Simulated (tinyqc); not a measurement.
Polycrystalline film, grain-boundary barriers (Seto model): one step of the calculation.

One-dimensional grains of size Lg with donors N; each boundary has Qt acceptor-like traps per area at one level Et below the band edge. Trapped electrons qt deplete a width w = qt/N (both sides together) and raise a barrier Vb = q N w^2/(8 eps0 eps_r). Current crosses the barriers by thermionic emission at small bias. Abrupt depletion, full ionisation, Boltzmann statistics.

Question. Trapped charge. w = qt/N, Vb = q N w^2/(8 eps0 eps_r), out = Qt/(1 + 2 (Nc/N) exp((Vb - Et)/Vt)); qt(new) = out.

Values chosen for this exercise; values close to those of polycrystalline silicon: temperature T = 300 K; relative permittivity of the semiconductor eps_r = 11.7; grain size Lg = 200 nm; trap density at a boundary Qt = 1.9e12 cm^-2; donor density N = 7.4e17 cm^-3; conduction-band density of states at T Nc = 2.8e19 cm^-3; trap level below the band edge Et = 0.42 eV.

Constants: q = 1.602176634e-19 C, kB = 1.380649e-23 J/K, Vt = kB T/q, eps0 = 8.8541878128e-14 F/cm where lengths are in cm. Results are converted to the units shown.

qt at the start = 1.8e12 cm^-2

Wanted: w; Vb; out; qt after iteration 1.

Answer.

w = 24.324 nm
Vb = 0.084645 V
out = 1.8997e12 cm^-2
qt after iteration 1 = 1.8997e12 cm^-2

Numbers from tinyqc (`OMP_NUM_THREADS=1 python tinyqc.py 2610033 2610034 out.jsonl`; about 0.01 s on one thread of a shared Intel Xeon 2.30GHz).
